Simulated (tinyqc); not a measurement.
Metal-interlayer-semiconductor contact, depinning against tunnelling resistance: two steps of the calculation.

Zero bias, n-type semiconductor. Gap states at the semiconductor surface thin out as exp(-be ti), which unpins the barrier; electrons must then cross the interlayer (a rectangular barrier, no voltage drop across it) and the parabolic depleted layer, both by WKB. Energies E are counted from the Fermi level; no image force, parabolic bands.

Values chosen for this exercise; semiconductor values close to those of In0.53Ga0.47As; interlayer mass of the order of that in zinc oxide, offset chosen freely: temperature T = 400 K; band gap Eg = 0.733 eV; relative permittivity eps_r = 14.1; electron affinity chi = 4.45 eV; conduction-band density of states at T Nc = 3.23e17 cm^-3; tunnelling mass in the semiconductor mt = 0.0413 m0; Richardson mass mA = 0.0417 m0; donor density Nd = 1.5e19 cm^-3; charge-neutrality level above the valence band E0 = 0.51 eV; pinning factor without interlayer S0 = 0.14; metal work function phiM = 4.4 eV; interlayer thickness ti = 1.7 nm; conduction-band offset of the interlayer above the semiconductor dE = 0.13 eV; tunnelling mass in the interlayer mi = 0.3 m0; decay constant of gap states through the interlayer be = 5.7 1/nm.

Constants: q = 1.602176634e-19 C, kB = 1.380649e-23 J/K, eps0 = 8.8541878128e-12 F/m, hbar = 1.054571817e-34 J s, h = 6.62607015e-34 J s, m0 = 9.1093837015e-31 kg, Vt = kB T/q, hbar^2/(2 m0) = 0.0380998212 eV nm^2. Results are converted to the units shown.

Question 1. Pinning, barrier and scales. S = 1/(1 + (1/S0 - 1) exp(-be ti)); phiB = S (phiM - chi) + (1 - S)(Eg - E0); xi = Ec - EF deep inside, from Nd = Nc F(-xi/Vt), F(x) = (2/sqrt(pi)) int_0^infinity sqrt(u) du/(1 + exp(u - x)); band bending U = phiB - xi; E00 = (hbar/2) sqrt(Nd/(eps0 eps_r mt m0)) in volts; A = 4 pi q mA m0 kB^2/h^3.

Give: S; phiB; xi; U; E00; A.

Answer 1.

S = 0.9996
phiB = -0.04990 eV
xi = -0.5366 eV
U = 0.4867 eV
E00 = 0.09423 eV
A = 5.011 A/(cm^2 K^2)

Question 2. Exponents and integrand on an energy grid. With U = phiB - xi: for xi < E < phiB, y = (E - xi)/U and G1 = (U/E00) [sqrt(1 - y) - y ln((1 + sqrt(1 - y))/sqrt(y))], G1 = 0 above phiB; G2 = 2 ti sqrt(mi max(phiB + dE - E, 0)/C), C = hbar^2/(2 m0); f = 1/(1 + exp(E/Vt)); integrand exp(-G1 - G2) f.

E, point 0 to 13 (eV): [-0.48, -0.41538, -0.35077, -0.28615, -0.22154, -0.15692, -0.09231, -0.02769, 0.03692, 0.10154, 0.16615, 0.23077, 0.29538, 0.36]
phiB = -0.049896234 eV
xi = -0.53658743 eV
E00 = 0.094229817 eV

Wanted: G1; G2; f; integrand.

Answer 2.

G1, point 0 to 13: [3.8113, 2.7790, 1.9676, 1.3105, 0.7817, 0.3724, 0.0902, 0.0000, 0.0000, 0.0000, 0.0000, 0.0000, 0.0000, 0.0000]
G2, point 0 to 13: [7.1402, 6.7157, 6.2626, 5.7739, 5.2399, 4.6449, 3.9615, 3.1324, 1.9826, 0.0000, 0.0000, 0.0000, 0.0000, 0.0000]
f, point 0 to 13: [1.0000, 0.99999, 0.99996, 0.99975, 0.99839, 0.98957, 0.93572, 0.69068, 0.25519, 0.049935, 0.0080004, 0.0012356, 1.8980e-4, 2.9120e-5]
integrand, point 0 to 13: [0.000018, 0.000075, 0.000266, 0.000838, 0.002422, 0.006554, 0.016274, 0.030123, 0.035143, 0.049935, 0.008000, 0.001236, 0.000190, 0.000029]

Range of the model: The depletion charge would drop about 0.39 V across such an interlayer (eps_r near 8.5) at ti = 1.7 nm and Nd = 1.5e19 cm^-3, against a band bending of 0.49 V; this model leaves that drop out.

Numbers from tinyqc (`OMP_NUM_THREADS=1 python tinyqc.py 2270001 2270002 out.jsonl`; about 0.02 s on one thread of a shared Intel Xeon 2.30GHz).
